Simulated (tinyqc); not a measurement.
# Keating valence-force model of a tetrahedral crystal, step by step

A worked calculation. Computed by tinyqc, a small Python program that keeps every step. Command: `OMP_NUM_THREADS=1 python tinyqc.py 3022229 3022230 out.jsonl keating walk`. One thread of a shared host (Intel(R) Xeon(R) Processor @ 2.30GHz), about 0.02 s of CPU time with the checks. Intermediate numbers are printed to about 6 digits and carried at full precision; extremes and crossings named in words are read from the listed rows.

Atom A sits at 0 and atom B at a/4 (1,1,1) of an fcc lattice; the four bonds from A are t = a/4 (1,1,1), a/4 (1,-1,-1), a/4 (-1,1,-1), a/4 (-1,-1,1), of length d = sqrt(3) a/4. Energy: E = (3 alpha/(8 d^2)) sum over bonds (r.r - d^2)^2 + (3 beta/(8 d^2)) sum over pairs of bonds at one atom (r_i.r_j + d^2/3)^2; both atoms have the mass M. The cell holds two atoms, Omega = a^3/4. 1 N/m = 1 J/m^2.

Inputs (values chosen for the exercise, for a model crystal): lattice constant a = 4.923 angstrom; atomic mass M = 59.7 u; bond stretching alpha = 59.6 N/m; bond bending beta = 10.2 N/m; mesh divisions n = 6; temperature T = 200 K.

Structure: diamond.

wave vector q (2 pi/a): [0.35, 0.44, 0.2]

Constants: 1 eV/angstrom^2 = 16.02176634 J/m^2; nu for 1 eV/(angstrom^2 u) = 15.6333042 THz; 1 THz = 33.35640952 1/cm; u = 1.6605390666e-27 kg; h x 1 THz = 4.135667696 meV; k_B = 8.617333262e-05 eV/K.

## Dynamical matrix at q

With displacements u exp(i q.r), each bracket changes by g.u, where g = (g_A, g_B): bond t, g = (-2 t, 2 t exp(i q.t)); pair (i, j) at A, g = (-(t_i + t_j), t_i exp(i q.t_j) + t_j exp(i q.t_i)); pair at B, g = (-t_i exp(-i q.t_j) - t_j exp(-i q.t_i), t_i + t_j). Then D_mn = sum over the 4 bonds and 12 pairs of (4 k/a^2) conj(g_m) g_n / sqrt(M_m M_n), with k = alpha or beta converted to eV/angstrom^2.

D(q) (eV/(angstrom^2 u)), rows A x, A y, A z, B x, B y, B z:
```
[[0.299354, 0.009333-0.001671i, 0.005585+0.003719i, -0.182382+0.030042i, 0.065437-0.041940i, 0.025701-0.106783i],
 [0.009333+0.001671i, 0.303955, 0.006157+0.005907i, 0.065437-0.041940i, -0.182382+0.030042i, 0.034696-0.079100i],
 [0.005585-0.003719i, 0.006157-0.005907i, 0.297935, 0.025701-0.106783i, 0.034696-0.079100i, -0.182382+0.030042i],
 [-0.182382-0.030042i, 0.065437+0.041940i, 0.025701+0.106783i, 0.299354, 0.009333+0.001671i, 0.005585-0.003719i],
 [0.065437+0.041940i, -0.182382-0.030042i, 0.034696+0.079100i, 0.009333-0.001671i, 0.303955, 0.006157-0.005907i],
 [0.025701+0.106783i, 0.034696+0.079100i, -0.182382-0.030042i, 0.005585+0.003719i, 0.006157+0.005907i, 0.297935]]
```

## Frequencies at q

Diagonalise the Hermitian matrix D. An eigenvalue lambda of D in eV/(angstrom^2 u) gives nu = 15.6333042 THz x sqrt(lambda). The weight on A is the sum of |e|^2 over the three components of atom A.

frequencies (THz): [2.8344, 3.3472, 6.2303, 10.6586, 11.5697, 11.6194]

weights on atom A: [0.5, 0.5, 0.5, 0.5, 0.5, 0.5]

With equal masses the inversion that swaps the two atoms makes every weight one half.

## Elastic constants and internal strain

C11 = (alpha + 3 beta)/a, C12 = (alpha - beta)/a, C44 = 4 alpha beta/(a (alpha + beta)); with the two sublattices clamped C44(0) = (alpha + beta)/a; internal-strain parameter zeta = (alpha - beta)/(alpha + beta); B = (C11 + 2 C12)/3.

C11 = 183.222 GPa

C12 = 100.345 GPa

C44 = 70.7654 GPa

clamped C44(0) = 141.783 GPa

internal-strain parameter zeta = 0.707736

bulk modulus B = 127.971 GPa

Letting the sublattices shift lowers C44 by 50 %, which is zeta^2. With zeta near 1 a shear keeps the bond lengths and bends the angles. The model fixes 2 C44 (C11 + C12)/((C11 - C12)(C11 + 3 C12)) = 1.000 whatever alpha and beta are.

## Optical mode at the zone centre

mu = M/2; lambda = 4 (alpha + beta)/mu with the springs in eV/angstrom^2; nu = 15.6333042 THz x sqrt(lambda).

reduced mass mu = 29.85 u

Raman frequency = 11.9449 THz

the same as a wavenumber = 398.438 1/cm

## Frequencies at the zone boundary

The formulas are those given above.

Frequencies (THz) at points given in 2 pi/a:
```
point                 nu 1     nu 2     nu 3     nu 4     nu 5     nu 6
X (1, 0, 0)        4.56618  4.56618  9.04239  9.04239  11.0376  11.0376
L (0.5, 0.5, 0.5)  3.22878  3.22878  8.02114  9.69425  11.5002  11.5002
W (1, 0.5, 0)      5.07880  5.07880  8.44629  8.44629  11.2832  11.2832
K (0.75, 0.75, 0)  4.21860  5.48156  8.18978  8.92961  11.1751  11.3536
```

At X the two longitudinal modes are degenerate (9.04 THz), as the diamond symmetry demands.

## Lowest frequency at X

Take the lowest frequency at X = (1, 0, 0) 2 pi/a, the transverse acoustic (TA) mode.

TA frequency at X = 4.56618 THz

## Transverse acoustic branch against its sound line

The sound line is nu = v q/(2 pi) with v = sqrt(C44/rho), rho = (M_A + M_B)/Omega; the clamped line uses C44(0).

Frequencies (THz) along G-X; columns: (1) q (2 pi/a); (2) lowest branch; (3) sound line, relaxed C44; (4) sound line, clamped C44(0); (5) third-lowest frequency; (6) highest frequency:
```
(1)       (2)      (3)      (4)      (5)      (6)
0.05  0.33118  0.33139  0.46907  0.53300  11.9403
0.15  0.98838  0.99417  1.40722  1.59350  11.9039
0.30  1.94137  1.98834  2.81444  3.15028  11.7860
0.45  2.81998  2.98251  4.22166  4.63570  11.6072
0.60  3.57782  3.97667  5.62888  6.01919  11.3964
0.75  4.15831  4.97084  7.03610  7.27582  11.1977
0.90  4.49868  5.96501  8.44333  8.38748  11.0653
1.00  4.56618  6.62779  9.38147  9.04239  11.0376
```

At small q the branch follows the relaxed line (0.999 of it, against 0.706 of the clamped one): in a long shear wave the sublattices shift against each other. At X it reaches 69 % of the relaxed line. Real tetrahedral semiconductors have flatter TA branches than a Keating model fitted to their elastic constants, which needs longer-ranged terms to mend.

## Thermal sums on a mesh

Mesh: q = sum_i (m_i + 1/2)/n b_i, m_i = 0..n-1, with b = [[-1, 1, 1], [1, -1, 1], [1, 1, -1]] in 2 pi/a; sums over the six modes are averaged over the n^3 points and halved, per atom. With x = h nu/(k_B T) and n = 1/(exp(x) - 1) for each mode: F = k_B T [x/2 + ln(1 - exp(-x))], U = k_B T x (n + 1/2), S/k_B = x n - ln(1 - exp(-x)), C/k_B = x^2 n (n + 1). The acoustic share counts the three lowest modes at each q; zero-point energy = sum h nu/2.

free energy F = 35.6903 meV/atom

entropy S = 1.89825 k_B/atom

heat capacity C = 2.19528 k_B/atom

acoustic share of C = 0.604936

zero-point energy = 49.0808 meV/atom

C is 73 % of the classical value; the optical modes are partly excited.

Checks made by the program: slopes of the acoustic branches along [110] against C11, C12 and the relaxed C44 (relative difference 9e-07); zone-centre optical mode against D(q = 0) (relative difference below 1e-10); longitudinal modes at X against the diagonal of D (relative difference below 1e-10).
